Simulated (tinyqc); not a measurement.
Comparisons within one model: thresholds of impact ionisation and Auger recombination from band masses. A value that a table varies takes the place of the one given here.

Parabolic bands, no phonon. At threshold the three slow carriers share one velocity. With M their total mass and m4 the mass of the fast carrier, the fast carrier has the kinetic energy E_T = G M/(M - m4) and the slow ones together E_a = G m4/(M - m4), the activation energy of the Auger rate. CCCH (fast electron): G = Eg, M = 2 me + mh, m4 = me. CHHS (hole into the split-off band): G = Eg - Dso, M = 2 mh + me, m4 = ms; this form holds for Eg > Dso (below, the process needs about Dso - Eg and is marked by a dash). CHHL (hole into the light band): G = Eg, M = 2 mh + me, m4 = ml. CHHH (fast heavy hole): G = Eg, M = 2 mh + me, m4 = mh.

Non-parabolic fast electron: E (1 + alpha E) = c k^2/me with alpha = (1 - me)^2/Eg; the slow carriers stay parabolic, so E_T = Eg + me E_T (1 + alpha E_T)/M, M = 2 me + mh (the root between Eg and 1.9 Eg).

Constants: kB = 8.617333262e-05 eV/K; hc = 1239.841984 eV nm.

Inputs chosen for the exercise (near those of GaSb, gap at low temperature and not tied to T; the results hold for these values, not for the real material):
- Eg = 0.789 eV (gap at Gamma to the s-like level)
- Dso = 0.75 eV (spin-orbit splitting)
- me = 0.0402 m0 (electron mass at Gamma)
- mh = 0.32 m0 (heavy-hole mass)
- ms = 0.13 m0 (split-off mass)
- ml = 0.0441 m0 (light-hole mass)
- T = 400 K (temperature)

## The gap of an alloy series

Eg is varied with me and ml proportional to it; mh, ms and Dso are kept. E_a of three processes; wavelength hc/Eg.

Results:

| Eg (eV) | wavelength (micrometre) | me | CCCH (meV) | CCCH non-parabolic (meV) | CHHS (meV) | CHHL (meV) | log10 exp(-E_a/kT), non-parabolic |
|---|---|---|---|---|---|---|---|
| 0.237 | 5.23 | 0.0121 | 8.6 | 18.4 | - | 4.9 | -0.23 |
| 0.394 | 3.15 | 0.0201 | 23.3 | 51.9 | - | 13.6 | -0.65 |
| 0.592 | 2.09 | 0.0302 | 51.0 | 120.5 | - | 30.7 | -1.52 |
| 0.789 | 1.57 | 0.0402 | 88.1 | 221.0 | 9.2 | 54.7 | -2.78 |
| 0.986 | 1.26 | 0.0502 | 133.8 | 358.0 | 54.8 | 85.6 | -4.51 |
| 1.262 | 0.98 | 0.0643 | 211.2 | 624.1 | 115.9 | 140.5 | -7.86 |
| 1.578 | 0.79 | 0.0804 | 316.9 | 1073.3 | 182.3 | 220.2 | -13.52 |

How do the results move?

E_a of CCCH goes nearly as Eg^2 (power 1.90 over the table), as both G and me grow; the non-parabolic value goes with the power 2.15, and its Boltzmann factor spans 13.3 decades; rows with E_a far above kT are formal, since phonon-assisted processes and side valleys rule there. CHHS is resonant at Eg = Dso = 0.75 eV, with no activation, and is the easiest process near there; it has the lowest E_a of the parabolic values for Eg = 0.789, 0.986, 1.262 and 1.578 eV.

## The mass ratio

mu = me/mh is varied; thresholds in units of Eg for ionisation started by an electron, (1 + 2 mu)/(1 + mu), and by a heavy hole, (2 + mu)/(1 + mu).

Results:

| mu | electron (Eg) | hole (Eg) | electron (eV) | hole (eV) |
|---|---|---|---|---|
| 0.029 | 1.0282 | 1.9718 | 0.811 | 1.556 |
| 0.120 | 1.1071 | 1.8929 | 0.874 | 1.493 |
| 0.126 | 1.1119 | 1.8881 | 0.877 | 1.490 |
| 0.280 | 1.2188 | 1.7812 | 0.962 | 1.405 |
| 0.350 | 1.2593 | 1.7407 | 0.994 | 1.373 |
| 1.000 | 1.5000 | 1.5000 | 1.183 | 1.183 |
| 1.400 | 1.5833 | 1.4167 | 1.249 | 1.118 |

How do the results move?

The two thresholds add up to 3 Eg in every row and are equal, 3/2 Eg, at mu = 1. The lighter carrier has the lower threshold; in the first row the two differ by 0.745 eV, which would favour one carrier in avalanche multiplication. Real ionisation rates depend on the whole band structure and can be nearly equal although the edge masses differ.

## What each parameter does

Activation energies. Each row changes one parameter from the base and keeps the others.

Results:

| case | CCCH (meV) | CCCH non-parabolic (meV) | CHHL (meV) |
|---|---|---|---|
| base | 88.06 | 220.98 | 54.70 |
| Eg = 0.8679 eV | 96.86 | 243.07 | 60.17 |
| Dso = 0.675 eV | 88.06 | 220.98 | 54.70 |
| me = 0.0442 m0 | 95.75 | 246.40 | 54.36 |
| mh = 0.352 m0 | 80.87 | 197.29 | 49.70 |
| ms = 0.117 m0 | 88.06 | 220.98 | 54.70 |
| ml = 0.0397 m0 | 88.06 | 220.98 | 48.90 |

What does this show?

The largest shifts from the base row, up to three for each result and ties (the steps differ in size, so this ranks the rows, not the parameters). CCCH (meV): Eg +8.81, me +7.70, mh -7.18; unchanged at the printed digits by Dso, ms and ml. CCCH non-parabolic (meV): me +25.42, mh -23.69, Eg +22.10; unchanged at the printed digits by Dso, ms and ml. CHHL (meV): ml -5.80, Eg +5.47, mh -5.00; unchanged at the printed digits by Dso and ms.

Computed by tinyqc, a small Python program: `OMP_NUM_THREADS=1 python tinyqc.py 1850989 1850990 out.jsonl` (the numbers bound the seed that draws the inputs); one thread of a shared host (Intel(R) Xeon(R) Processor @ 2.30GHz), about 0.01 s for the whole set of steps.
